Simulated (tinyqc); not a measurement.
Barrier and mass from two Fowler-Nordheim currents.

Problem. Fowler-Nordheim tunnelling through a dielectric follows J = A F^2 exp(-B/F), A = q^2 me/(16 pi^2 hbar m1 phi1) (A/V^2 with phi1 in volts), B = (4/3) sqrt(m1/C) phi1^1.5 (V/nm), C = hbar^2/(2 m0). Find B, A, phi1 and m1.

Inputs (values chosen for the exercise):
- me = 0.69 m0 (emitter mass in the supply function)

Constants: q = 1.602176634e-19 C, hbar = 1.054571817e-34 J s, m0 = 9.1093837015e-31 kg, hbar^2/(2 m0) = 0.0380998212 eV nm^2. Results are converted to the units shown.

J at F = 0.88 and 1.34 V/nm (A/cm^2): 1.0017729e-6  0.11810223

Answer. The slope of ln(J/F^2) against 1/F is -B and the intercept gives A. A fixes the product m1 phi1, and B = (4/3) phi1 sqrt(m1 phi1/C) then gives phi1.

B = 27.8 V/nm
A = 6.63e-7 A/V^2
phi1 = 3.21 eV
m1 = 0.500 m0

Numbers from tinyqc (`OMP_NUM_THREADS=1 python tinyqc.py 2540149 2540150 out.jsonl`; about 0.06 s on one thread of a shared Intel Xeon 2.30GHz).
